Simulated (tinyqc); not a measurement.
Inside a calculation. Model: inversion-layer mobility, back-scattering and ballistic limit of a field-effect transistor. Computed by tinyqc, a small Python program that keeps every step. Command: `OMP_NUM_THREADS=1 python tinyqc.py 3013772 3013773 out.jsonl mos walk`. One thread of a shared host (Intel(R) Xeon(R) Processor @ 2.30GHz), about 0.01 s of CPU time with the checks. Intermediate numbers are printed to about 5 digits and carried at full precision; extremes and crossings named in words are read from the listed rows.

The charge at the top of the source barrier is fixed by the gate; series resistance and short-channel effects are left out. F_j are Fermi integrals normalised to exp(eta) in the classical limit.

Inputs (values chosen for the exercise, modelled on a strained silicon n-channel): transport mass m = 0.18 m_0; valley degeneracy g_v = 2; weight w of the inversion charge = 0.5; permittivity eps = 11.7; phonon mobility at 1 MV/cm and 300 K, mu_ph = 650 cm^2/(V s); roughness mobility at 1 MV/cm, mu_sr = 2500 cm^2/(V s); Coulomb mobility at N_inv = 1e12/cm^2, mu_C = 590 cm^2/(V s); electrical oxide thickness t_inv = 1.8 nm; depletion charge N_dep = 1.3e+11 1/cm^2; gate overdrive V_G - V_T = 0.87 V; drain voltage V_D = 0.05 V; channel length L = 540 nm; exponent a of the critical length = 0.8; temperature T = 300 K.

Statistics at the top of the barrier: Fermi-Dirac.

Constants: eps_0 = 8.8541878128e-12 F/m; e = 1.602176634e-19 C; m_0 = 9.1093837015e-31 kg; k_B = 1.380649e-23 J/K; hbar = 1.054571817e-34 J s; k_B = 8.617333262e-05 eV/K.

## Charge and field

N_inv = 3.9 eps_0 (V_G - V_T)/(e t_inv); effective field E_eff = e (N_dep + w N_inv)/(eps eps_0).

inversion density N_inv = 1.0417e+13 1/cm^2

effective field E_eff = 0.82566 MV/cm

## Effective mobility

mu_phonon = mu_ph (E_eff/1 MV/cm)^(-0.3) (T/300 K)^(-1.75); mu_rough = mu_sr (E_eff/1 MV/cm)^(-2); mu_Coulomb = mu_C (N_inv/1e12 cm^-2) (T/300 K); Matthiessen's rule adds 1/mu.

phonon part = 688.45 cm^2/(V s)

roughness part = 3667.2 cm^2/(V s)

Coulomb part = 6146.1 cm^2/(V s)

effective mobility mu = 529.68 cm^2/(V s)

The phonon part is the lowest and holds 77 % of 1/mu.

## Ballistic limit

F_j(eta) = (1/Gamma(j + 1)) int_0^infinity x^j/(1 + exp(x - eta)) dx, F_0 = ln(1 + exp(eta)). Integrals over x = E/(k_B T) use 160 Gauss-Legendre points in u = sqrt(x) from 0 to sqrt(max(eta, 0) + 32). Ballistic channel: N_2D = g_v m k_B T/(pi hbar^2), U = e V_D/(k_B T); eta_F solves N_inv = (N_2D/2)[F_0(eta_F) + F_0(eta_F - U)]; v_T = sqrt(2 k_B T/(pi m)); I/W = e (N_2D/2) v_T [F_1/2(eta_F) - F_1/2(eta_F - U)]; injection velocity v_T F_1/2(eta_F)/F_0(eta_F).

N_2D = 3.8877e+12 1/cm^2

eta_F = 3.5409

thermal velocity v_T = 1.2681 1e7 cm/s

injection velocity = 1.9686 1e7 cm/s

ballistic current I/W = 1287.7 microampere/micrometre

Degeneracy raises the injection velocity by a factor 1.55.

## Back-scattering

Mean free path lambda = (2 k_B T/e)(mu/v_T) F_0(eta_0)/F_-1/2(eta_0), with eta_0 from N_inv = N_2D F_0(eta_0); critical length l = L (1 + U)^(-a), an empirical rule; back-scattering r = l/(l + lambda). Then eta solves N_inv = (N_2D/2)[(1 + r) F_0(eta) + (1 - r) F_0(eta - U)] and I/W = e (N_2D/2) v_T (1 - r)[F_1/2(eta) - F_1/2(eta - U)]. Ballistic ratio: I over the ballistic current. Apparent mobility 1/(1/mu + 1/mu_B), mu_B = mu L/lambda.

eta_0 = 2.6085

mean free path lambda = 33.877 nm

critical length l = 228.25 nm

back-scattering coefficient r = 0.87076

current I/W = 133.60 microampere/micrometre

ballistic ratio = 0.10375

apparent low-field mobility = 498.41 cm^2/(V s)

L/lambda = 15.94, but at this drain voltage only the first 228 nm can return a carrier to the source, so the device works at 10 % of its ballistic limit.

## Channel length

The last column is the long-channel law e N_inv mu V/L with V = V_D - V_D^2/(2 V_ov) below pinch-off and V_ov/2 above, V_ov = V_G - V_T.

Currents (microampere/micrometre):
```
L (nm)        r     I/W  ballistic ratio  long-channel law
5       0.05872  1196.0          0.92882            8586.4
10      0.11093  1116.1          0.86680            4293.2
20      0.19971   983.9          0.76410            2146.6
40      0.33293   794.0          0.61664            1073.3
80      0.49955   571.2          0.44358             536.7
160     0.66626   364.6          0.28318             268.3
400     0.83308   174.3          0.13539             107.3
1000    0.92580    75.5          0.05867              42.9
```

The current scales as L^-0.91 at the long end and as L^-0.10 at the short end, where it reaches 93 % of the ballistic 1290. The long-channel law passes the ballistic limit between 20.0 and 40.0 nm and has no meaning below. At 1000 nm the model gives 1.76 times the long-channel law; the rule for l is a fit for short devices and fails wherever the model exceeds that law. Raising mu by 10 % at 20 nm raises I by 2.2 %.

## The mobility curve

The formulas are those given above.

Mobilities (cm^2/(V s)):
```
V_G - V_T (V)  N_inv (1/cm^2)  E_eff (MV/cm)  phonon   roughness  Coulomb   total
0.03               3.5921e+11         0.0479  1617.5  1.0904e+06      212  187.35
0.06               7.1843e+11         0.0757  1410.1  4.3671e+05      424  325.66
0.12               1.4369e+12         0.1312  1195.4  1.4520e+05      848  494.31
0.20               2.3948e+12         0.2053  1045.2  5.9320e+04     1413  594.75
0.35               4.1908e+12         0.3442   895.1  2.1104e+04     2473  637.35
0.50               5.9869e+12         0.4831   808.6  1.0713e+04     3532  619.88
0.75               8.9803e+12         0.7146   719.0  4.8964e+03     5298  560.58
1.00               1.1974e+13         0.9460   660.9  2.7934e+03     7065  496.87
1.50               1.7961e+13         1.4090   586.5  1.2593e+03    10597  385.56
```

The lowest part is Coulomb from 0.0300 to 0.120, phonon from 0.200 to 1.50 V. The total peaks at 637 near E_eff = 0.34 MV/cm: screening lifts it at low density and the field presses it down at high density.

Checks made by the program: long channel and small V_D against the drift formula e N mu V_D/L (relative difference 3e-04).
